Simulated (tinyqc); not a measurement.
UHF in the sto-6g basis, for H3+, spin multiplicity 1, step by step. One step of it, computed by the program tinyqc.

Question. Iteration 3: building the Fock matrix. J_ij = sum D_kl (ij|kl) with D = D(alpha) + D(beta), K_ij = sum D_kl (ik|jl) for each spin; F = H + J - K(s); E = tr D H + tr D J / 2 - 0.5 sum_s tr D(s) K(s) + E_nn.

D(alpha) after iteration 2:
```
          1H 1s     2H 1s     3H 1s
1H 1s  0.484863  0.267584  0.062302
2H 1s  0.267584  0.150195  0.039438
3H 1s  0.062302  0.039438  0.018145
```

D(beta) after iteration 2:
```
          1H 1s     2H 1s     3H 1s
1H 1s  0.017560  0.038466  0.058981
2H 1s  0.038466  0.157209  0.272136
3H 1s  0.058981  0.272136  0.478184
```

core Hamiltonian H = T + V (hartree):
```
           1H 1s      2H 1s      3H 1s
1H 1s  -1.455868  -0.890520  -0.890010
2H 1s  -0.890520  -1.456077  -0.890535
3H 1s  -0.890010  -0.890535  -1.455874
```

Two-electron integrals (ij|kl) in chemists' order, unique and non-zero (hartree):
```
(11|11) 0.774999   (21|11) 0.288349   (21|21) 0.139465   (22|11) 0.462998
(22|21) 0.288349   (22|22) 0.774999   (31|11) 0.288136   (31|21) 0.124863
(31|22) 0.228321   (31|31) 0.139284   (32|11) 0.228408   (32|21) 0.124934
(32|22) 0.288355   (32|31) 0.124865   (32|32) 0.139470   (33|11) 0.462845
(33|21) 0.228405   (33|22) 0.463002   (33|31) 0.288136   (33|32) 0.288355
(33|33) 0.774999
```

nuclear repulsion = 1.51604017 hartree

Give: Coulomb J; exchange K(alpha); exchange K(beta); F(alpha); F(beta); total energy of this density.

Answer.

Coulomb J (hartree):
```
        1H 1s   2H 1s   3H 1s
1H 1s  1.1502  0.5404  0.5460
2H 1s  0.5404  1.1122  0.5402
3H 1s  0.5460  0.5402  1.1489
```

exchange K(alpha) (hartree):
```
        1H 1s   2H 1s   3H 1s
1H 1s  0.5993  0.3825  0.3097
2H 1s  0.3825  0.3792  0.2494
3H 1s  0.3097  0.2494  0.2280
```

exchange K(beta) (hartree):
```
        1H 1s   2H 1s   3H 1s
1H 1s  0.2263  0.2502  0.3077
2H 1s  0.2502  0.3848  0.3838
3H 1s  0.3077  0.3838  0.5955
```

F(alpha) (hartree):
```
         1H 1s    2H 1s    3H 1s
1H 1s  -0.9050  -0.7327  -0.6537
2H 1s  -0.7327  -0.7230  -0.5997
3H 1s  -0.6537  -0.5997  -0.5350
```

F(beta) (hartree):
```
         1H 1s    2H 1s    3H 1s
1H 1s  -0.5320  -0.6004  -0.6517
2H 1s  -0.6004  -0.7287  -0.7341
3H 1s  -0.6517  -0.7341  -0.9025
```

total energy of this density = -1.170773 hartree

This density is a damped mixture and is not idempotent.
